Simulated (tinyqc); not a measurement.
# Tunnel rates from the two plateau currents

Inverse problem. With only the 0-1 transition of a spin-degenerate level in the bias window, I = 2 q G_in G_out/(2 G_in + G_out). Find GL and GR.

Constants: q = 1.602176634e-19 C. Results are converted to the units shown.

sizes of the plateau currents for electrons entering from the left and from the right (pA): [74.501213, 85.144244]

Solution. q/I(left) = 1/GR + 1/(2 GL) and q/I(right) = 1/GL + 1/(2 GR) are linear in 1/GL and 1/GR.

GL = 0.930 1/ns
GR = 0.620 1/ns

Computed by the program tinyqc: `OMP_NUM_THREADS=1 python tinyqc.py 2780115 2780116 out.jsonl`, one thread of a shared Intel Xeon 2.30GHz, about 0.01 s for the whole run.
